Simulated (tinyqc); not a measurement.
The same stress in different states: Raman shift of the zone-centre optical phonon of a diamond-structure crystal under stress. Computed by tinyqc, a small Python program. Command: `OMP_NUM_THREADS=1 python tinyqc.py 3021662 3021663 out.jsonl ramanstress walk`. One thread of a shared host (Intel(R) Xeon(R) Processor @ 2.30GHz), about 0.01 s of CPU time with the checks.

Axes x, y, z are the cube axes. Strain shifts the threefold optical mode and can split it; p, q and r are the phonon deformation potentials.

Inputs (values chosen for the exercise, modelled on diamond):
```
quantity                         value  unit
unstrained frequency omega_0      1331  1/cm
p/omega_0^2                      -2.68     -
q/omega_0^2                      -1.73     -
r/omega_0^2                      -1.92     -
C11                               1087   GPa
C12                              123.5   GPa
C44                              579.5   GPa
stress sigma (tension positive)   -2.9   GPa
```

Stress state: uniaxial. Axis: [111].

Method:
- S11 = (C11 + C12)/D, S12 = -C12/D, D = (C11 - C12)(C11 + 2 C12), S44 = 1/C44.
- eps_xx = S11 sigma_xx + S12 (sigma_yy + sigma_zz), and cyclic; eps_xy = S44 sigma_xy/2 (tensor strain).
- Secular matrix: M_xx = p eps_xx + q (eps_yy + eps_zz), M_xy = 2 r eps_xy; its eigenvalues are omega^2 - omega_0^2, and the shifts are these over 2 omega_0.
- Uniaxial: sigma n n^T; biaxial: sigma (1 - n n^T); hydrostatic: sigma 1. The line seen from (001) is taken as unresolved, at the intensity-weighted shift M_zz/(2 omega_0).

S44 = 1.72563 1/TPa

S11 = 0.941797 1/TPa

S12 = -0.0960858 1/TPa

Shifts (1/cm):
```
state                  lowest  middle  highest  line seen from (001)
uniaxial [100]         2.3267  2.3267   4.2296                2.3267
uniaxial [110]         0.0810  2.3267   6.4753                2.3267
uniaxial [001]         2.3267  2.3267   4.2296                4.2296
uniaxial [111]         0.8296  0.8296   7.2239                2.9610
biaxial, normal [001]  4.6534  6.5563   6.5563                4.6534
biaxial, normal [111]  1.6591  8.0534   8.0534                5.9220
hydrostatic            8.8830  8.8830   8.8830                8.8830
```

What does the comparison show, and why?

Seen from (001), uniaxial stress along [100] and along [110] give the same shift (2.327), and equal biaxial stress in the plane gives twice as much (4.653), since only sigma_xx + sigma_yy and sigma_zz enter M_zz. Stress along [001] gives 4.230. One measured shift therefore fixes the stress only once its state is assumed: read as uniaxial in the plane, a shift implies twice the stress that it does read as biaxial. In the two [111] rows the modes seen are split by 6.4 per cm, more than a line width, so two lines appear there in place of one.

Extremes, crossings and ranges named in words are read from the listed rows.
